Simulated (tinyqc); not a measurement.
What each parameter does: finite square well with mass mismatch (envelope functions).

A square well of width L and depth V0, mass mw inside and mb outside, energies from the bottom of the well, c = hbar^2/2m0. k = sqrt(mw E/c), kappa = sqrt(mb (V0 - E)/c). psi and psi'/m are continuous at the walls (BenDaniel-Duke), so level n solves k L + 2 atan[(k/mw)/(kappa/mb)] = n pi.

Constants: hbar^2/2m0 = 3.80998211 eV angstrom^2.

Values chosen for the exercise (near those of the light valleys of a Si film in SiO2; the results hold for these values, not for the real material): L = 56 angstrom (well width); V0 = 3.275 eV (barrier height); mw = 0.186 m0 (mass in the well); mb = 0.501 m0 (mass in the barrier).

Parabolic bands. Pb is the probability of level 1 in the barriers, (A^2/kappa)/(A^2/kappa + L/2 + sin(kL)/(2k)) with A = cos(kL/2).

Results for these values:
```
case  E1 (eV)  bound levels      Pb  V0 - E1 (eV)
base   0.0491             8  0.0019        3.2259
```

What happens to each result for mw = 0.2046 m0, all else kept?

Answer: E1 falls from 0.0491 to 0.0457; bound levels does not change at the printed digits; Pb falls from 0.0019 to 0.0016; V0 - E1 rises from 3.2259 to 3.2293.

The same for each parameter in turn:
```
case             E1 (eV)  bound levels      Pb  V0 - E1 (eV)
base              0.0491             8  0.0019        3.2259
L = 62 angstrom   0.0411             8  0.0014        3.2339
V0 = 2.784 eV     0.0481             7  0.0023        2.7359
mw = 0.2046 m0    0.0457             8  0.0016        3.2293
mb = 0.6262 m0    0.0477             8  0.0020        3.2273
```

Run: tinyqc, `OMP_NUM_THREADS=1 python tinyqc.py 1280662 1280663 out.jsonl`; Intel(R) Xeon(R) Processor @ 2.30GHz, one thread, shared host; about 0.01 s of CPU time with all checks.
